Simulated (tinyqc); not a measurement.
Threshold-voltage variability of a planar MOSFET, analytic estimates: one step of the calculation.

Three independent sources add in quadrature: random dopants in the depleted layer, metal-gate grains of two orientations, and roughness of the two gate edges acting through the roll-off VT = VT(long) - Vr exp(-L/l). These are first-order estimates: no three-dimensional electrostatics, no percolation.

Question. Margin in standard deviations for the wanted yield. Cells fail independently with probability Q(k) = erfc(k/sqrt(2))/2 when the margin is k standard deviations, and Y = exp(-Nb Q(k)). phi = exp(-k^2/2)/sqrt(2 pi). Newton steps on ln Q(k) = ln(-ln(Y)/Nb): k(new) = k + [ln Q - ln(-ln(Y)/Nb)] Q/phi.

Inputs (values chosen for the exercise):
```
symbol,value,unit,meaning
Nb,33554432,,number of cells
Y,0.99,,wanted yield
```

k at the start = 4

Give: Q(k); phi; k after iteration 1.

Answer.

Q(k) = 3.167e-5
phi = 1.338e-4
k after iteration 1 = 6.738

Program tinyqc, `OMP_NUM_THREADS=1 python tinyqc.py 2090103 2090104 out.jsonl`; Intel Xeon 2.30GHz, shared host, one thread, about 0.02 s.
